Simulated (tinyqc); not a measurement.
Stress in a transistor channel from embedded alloy regions, liners and fins, by half-space elasticity: one step, computed by the program tinyqc.

Plane strain in an isotropic half-space, the same constants everywhere; x along the channel from its centre, y downwards from the free surface; stress is positive in tension.

Question. Closed form at the surface. At x = y = 0 the integral is s_xx = -(4/pi) [E e/(1 - nu)] [arctan(2 d/L) - arctan(d/(L/2 + S))].

Inputs (values chosen for the exercise, modelled on silicon): Young's modulus E = 168 GPa; Poisson ratio nu = 0.2; channel length L = 96 nm; length of each stressor S = 105 nm; recess depth d = 70 nm.

Stressor: Si(1-x)Ge(x) source and drain.

misfit e = 0.00824

Give: s_xx at the surface.

Answer.

s_xx at the surface = -1191.1 MPa

For fixed L and S it is largest at d = sqrt((L/2)(L/2 + S)) = 85.7 nm; d is short of that.
